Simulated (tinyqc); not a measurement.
Inside a calculation. Model: thermophotovoltaic cell, detailed-balance limit.

Program tinyqc, `OMP_NUM_THREADS=1 python tinyqc.py 2820115 2820116 out.jsonl`; Intel Xeon 2.30GHz, shared host, one thread, about 0.01 s. Printed values are rounded.

Every photon above the gap Eg makes one pair and none below is absorbed; carriers thermalise at T and move without loss. Jsc = q F Phi(Eg, Ts); the dark current is J0 = q ge Phi(Eg, T)/ERE with the Boltzmann factor exp(V/Vt). Photons below the gap return to the emitter with reflectance Rf, and the efficiency is the electrical power over the radiant power not returned (luminescence back to the emitter is not credited).

Values chosen for this exercise:
- T = 280 K (cell temperature)
- Ts = 1200 K (emitter temperature)
- F = 0.28 (share of the hemisphere filled by the emitter)
- Rf = 0.8 (reflectance for photons below the gap)
- ERE = 0.01 (external radiative efficiency)
- ge = 2 (number of faces that emit)
- Eg = 0.92 eV (band gap)

Constants: q = 1.602176634e-19 C, kB = 1.380649e-23 J/K, h = 6.62607015e-34 J s, c = 299792458 m/s, Vt = kB T/q. Results are converted to the units shown.

## Photon flux of the source, term by term

Photon flux above E from a black body at temperature T into a hemisphere: Phi(E, T) = A sum_k exp(-k E/th)[E^2 th/k + 2 E th^2/k^2 + 2 th^3/k^3], k = 1, 2, ..., with th = kB T/q in eV and A = 2 pi q^3/(h^3 c^2). The first six terms at E = Eg, T = Ts are listed; the flux takes all.

th = 0.103408 eV
A = 9.88329e22 cm^-2 s^-1 eV^-3
terms k = 1..6 (eV^3): [1.49704e-5, 9.16558e-10, 8.05440e-14, 8.11232e-18, 8.78071e-22, 9.93726e-26]
Phi(Eg, Ts) = 1.47966e18 cm^-2 s^-1

The first term, the Boltzmann limit, holds 100 % of the flux.

## Photocurrent, dark current and incident power

Photon flux above E from a black body at temperature T into a hemisphere: Phi(E, T) = A sum_k exp(-k E/th)[E^2 th/k + 2 E th^2/k^2 + 2 th^3/k^3], k = 1, 2, ..., with th = kB T/q in eV and A = 2 pi q^3/(h^3 c^2). Jsc = q F Phi(Eg, Ts), J0 = q ge Phi(Eg, T)/ERE. Pin = F sigma Ts^4, sigma = 2 pi^5 kB^4/(15 h^3 c^2). Power above the gap: Pg = F A q sum_k exp(-k Eg/th)[Eg^3 a + 3 Eg^2 a^2 + 6 Eg a^3 + 6 a^4], a = th/k at Ts; power not returned Pab = Pin - Rf (Pin - Pg).

Jsc = 66.3789 mA/cm^2
J0 = 1.88039e-9 mA/cm^2
Pin = 3292.26 mW/cm^2
Pab = 714.008 mW/cm^2

## Iteration 1: maximum power point by substitution

v at the start = 0

v = Vmp/Vt solves (1 + v) exp(v) = 1 + Jsc/J0; v(new) = ln[(1 + Jsc/J0)/(1 + v)].

v after iteration 1 = 24.2872

## Iteration 2: maximum power point by substitution

As before.

v after iteration 2 = 21.0569

## Course of the iteration: maximum power point by substitution

Stop when v changes by less than 1e-10, or after 40 iterations.

Course of the iteration:

| iteration | v | \|change\| |
|---|---|---|
| 1 | 24.2872 | 24.3 |
| 2 | 21.0569 | 3.23 |
| 3 | 21.1935 | 0.137 |
| 4 | 21.1874 | 6.18e-3 |
| 5 | 21.1876 | 2.78e-4 |
| 6 | 21.1876 | 1.25e-5 |
| 7 | 21.1876 | 5.65e-7 |
| 8 | 21.1876 | 2.55e-8 |
| 9 | 21.1876 | 1.15e-9 |
| 10 | 21.1876 | 5.18e-11 |

Converged in 10 iterations. At the end each change is about 0.045 times the one before, with alternating sign: linear convergence.

## Voltages, fill factor and efficiency

v = 21.1876

Voc = Vt ln(1 + Jsc/J0), Vmp = v Vt, Jmp = Jsc - J0 (exp(v) - 1), FF = Vmp Jmp/(Voc Jsc), efficiency Vmp Jmp/Pab.

Voc = 0.586014 V
Eg/q - Voc = 0.333986 V
Vmp = 0.511226 V
Jmp = 63.3872 mA/cm^2
FF = 0.833061
efficiency = 4.53849 %

Of the voltage deficit, Vt ln(1/ERE) = 111 mV is due to non-radiative recombination.
